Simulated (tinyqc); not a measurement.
# A barrier in a uniform field, exact transmission by Airy functions: two studies

The left lead has its band edge at 0, the barrier edge falls as U(x) = U0 - F x with F = V/d for 0 < x < d, and the right lead has its edge at -V. No transverse momentum; C = hbar^2/(2 m0); psi and psi'/m are continuous. M carries (psi, psi'/m) across the barrier.

Values chosen for this exercise; masses and offsets close to those of GaN wells and AlGaN barriers; the mass of the right lead is set freely:
- mL = 0.2 m0 (mass in the left lead)
- U0 = 0.62 eV (barrier edge at x = 0)
- m1 = 0.28 m0 (mass in the barrier)
- E = 0.234 eV (electron energy)
- d = 3.6 nm (barrier width)
- V = 0.27 V (voltage across the barrier)
- mR = 0.37 m0 (mass in the right lead)

Constants: q = 1.602176634e-19 C, hbar = 1.054571817e-34 J s, m0 = 9.1093837015e-31 kg, hbar^2/(2 m0) = 0.0380998212 eV nm^2. Results are converted to the units shown.

Each table varies one quantity; the others keep the values above.

## Exact and WKB transmission against energy

Energy scale e = (C F^2/m1)^(1/3), z(x) = (U(x) - E)/e, s = (dz/dx)/m1 = -F/(e m1); v = k/m in a lead. With a = Ai, a' = Ai', b = Bi, b' = Bi' at z1 (left edge) and z2 (right edge): M11 = pi (a2 b1' - b2 a1'), M12 = (pi/s)(b2 a1 - a2 b1), M21 = pi s (a2' b1' - b2' a1'), M22 = pi (b2' a1 - a2' b1). With M acting on (psi, psi'/m) and v = k/m in each lead, T(E) = 4 vL vR/[(vL vR M12 - M21)^2 + (vR M11 + vL M22)^2]. WKB: exp(-S), S = (4/(3 F)) sqrt(m1/C) [max(U0 - E, 0)^1.5 - max(U0 - F d - E, 0)^1.5].

Exact and WKB transmission against energy:
```
E (eV)  T(E), exact   exp(-S)   ratio
0.031      4.087e-6  2.041e-6   2.003
0.103      2.043e-5  6.148e-6   3.324
0.176      7.866e-5  2.122e-5   3.706
0.248      2.945e-4  8.569e-5   3.437
0.32       0.001190  4.672e-4   2.547
0.393      0.005744  0.005449   1.054
0.465       0.03563   0.05281  0.6746
0.537        0.2924    0.3159  0.9257
0.61         0.6400    0.9529  0.6716
0.682        0.5774     1.000  0.5774
```

The exact T(E) goes from 4.09e-6 through a maximum of 0.640 (at E = 0.61 eV among the rows listed) to 0.577, and the ratio to WKB moves up and down between 0.577 and 3.71. Above U0 = 0.62 eV WKB gives 1, while the exact value is 0.577: reflection over the barrier.

## Exact and WKB transmission against voltage

Same model as above.

Result of one run:
```
V (V)       z2  T(E), exact   exp(-S)   ratio
1.049  -2.9328     0.095125  0.051055  1.8632
```

What becomes of these results when the voltage across the barrier V is changed from 1.049 to 0.396 V, all else the same?

Result of the changed run:
```
V (V)         z2  T(E), exact    exp(-S)   ratio
0.396  -0.084687    7.6144e-4  3.7811e-4  2.0138
```

The whole series:
```
V (V)         z2  T(E), exact    exp(-S)   ratio
0.116     5.1841    5.6477e-5  1.4176e-5  3.9839
0.209     2.2952    1.2981e-4  3.3807e-5  3.8398
0.302    0.85223    3.0620e-4  9.2884e-5  3.2966
0.396  -0.084687    7.6144e-4  3.7811e-4  2.0138
0.489   -0.75784    0.0019869  0.0016924  1.1740
0.582    -1.2841    0.0055270  0.0046921  1.1779
0.676    -1.7194     0.016046  0.0098894  1.6225
0.769    -2.0838     0.040531   0.017283  2.3451
0.862    -2.4000     0.069451   0.026777  2.5937
0.955    -2.6795     0.084587   0.038096  2.2204
1.049    -2.9328     0.095125   0.051055  1.8632
1.142    -3.1600      0.11061   0.065051  1.7004
1.235    -3.3683      0.13423   0.079913  1.6797
```

The exact T(E) rises from 5.65e-5 to 0.134. The ratio to WKB lies between 1.17 and 3.98. For V above U0 - E = 0.386 V (z2 < 0) the ratio turns 2 time(s) among the rows: the wave runs freely over the last part of the barrier and is partly reflected at x = d, and the two waves interfere.

Range of the model: Masses are held fixed, although real bands cease to be parabolic a few tenths of an eV from their edges.

Numbers from tinyqc (`OMP_NUM_THREADS=1 python tinyqc.py 2580111 2580112 out.jsonl`; about 0.01 s on one thread of a shared Intel Xeon 2.30GHz).
